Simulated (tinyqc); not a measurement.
On-chip interconnect, size-dependent resistivity and RC delay: two metals against line width.

A rectangular line between two neighbours and two ground planes. Surface and grain-boundary scattering are added to the bulk resistivity as corrections; capacitances are parallel-plate values without fringing; inductance is ignored.

Metal width x = wd - 2 tl, height y = AR wd - tl; grain boundaries (Mayadas-Shatzkes): al = (lam/(gr x)) Rg/(1 - Rg), g = 1/[1 - 3 al/2 + 3 al^2 - 3 al^3 ln(1 + 1/al)] - 1; surfaces (Fuchs-Sondheimer, thick limit): s = (3/8) lam (1 - ps)(1/x + 1/y); rho = rho0 (1 + g + s); r = rho/(x y). The second metal has rho2, lam2 and tl2 in place of rho0, lam and tl; ps, Rg, gr and AR are shared.

Values chosen for this exercise; metal values close to those of copper:
- rho0 = 1.63 uohm cm (bulk resistivity)
- lam = 40.8 nm (bulk mean free path)
- ps = 0 (specular share of surface scattering)
- Rg = 0.29 (reflection coefficient of grain boundaries)
- gr = 1.5 (grain size over the metal width)
- AR = 2 (aspect ratio, height over width)
- tl = 1.7 nm (liner on both walls and the bottom, not conducting)
- sp = 220 nm (space to the neighbouring lines)
- hd = 110 nm (dielectric height to the planes above and below)
- ek = 2.7 (relative permittivity of the dielectric)
- Mf = 1 (Miller factor of the neighbours)
- rho2 = 5.44 uohm cm (bulk resistivity of the second metal (close to molybdenum))
- lam2 = 11.4 nm (mean free path of the second metal)
- tl2 = 0.1 nm (liner of the second metal)

Constants: eps0 = 8.8541878128e-12 F/m. Results are converted to the units shown.

Result of one run:

| rho, first (uohm cm) | rho, second (uohm cm) | r, first (ohm/um) | r, second (ohm/um) | ratio second/first |
|---|---|---|---|---|
| 10.51 | 11.43 | 870.4 | 585.9 | 0.6731 |

Which drawn line width wd gave this result: 10, 13, 17 or 45 nm?

wd = 10 nm.

The whole series:

| wd (nm) | rho, first (uohm cm) | rho, second (uohm cm) | r, first (ohm/um) | r, second (ohm/um) | ratio second/first |
|---|---|---|---|---|---|
| 6.5 | 19.77 | 14.69 | 5642 | 1808 | 0.3204 |
| 8 | 14.13 | 12.94 | 2149 | 1043 | 0.4854 |
| 10 | 10.51 | 11.43 | 870.4 | 585.9 | 0.6731 |
| 13 | 7.845 | 10.04 | 336.3 | 302.8 | 0.9004 |
| 17 | 6.079 | 8.956 | 138.4 | 157.2 | 1.136 |
| 22 | 4.918 | 8.157 | 62.51 | 85.23 | 1.363 |
| 30 | 3.954 | 7.434 | 25.50 | 41.65 | 1.633 |
| 45 | 3.132 | 6.771 | 8.527 | 16.81 | 1.972 |
| 70 | 2.577 | 6.297 | 2.797 | 6.448 | 2.305 |
| 120 | 2.175 | 5.940 | 0.7828 | 2.067 | 2.640 |

The resistivity of the first metal falls from 19.8 to 2.18 uohm cm and that of the second goes from 14.7 to 5.94 uohm cm as the line widens. The products rho0 lam, which set the size effect, are 66.5 and 62.0 uohm cm nm. The two resistances cross at wd = 14.6 nm: below it the second metal gives the lower line resistance. For widths well under the mean free path the thick-limit surface term is only a guide.

Computed by the program tinyqc: `OMP_NUM_THREADS=1 python tinyqc.py 2100092 2100093 out.jsonl`, one thread of a shared Intel Xeon 2.30GHz, about 0.01 s for the whole run.
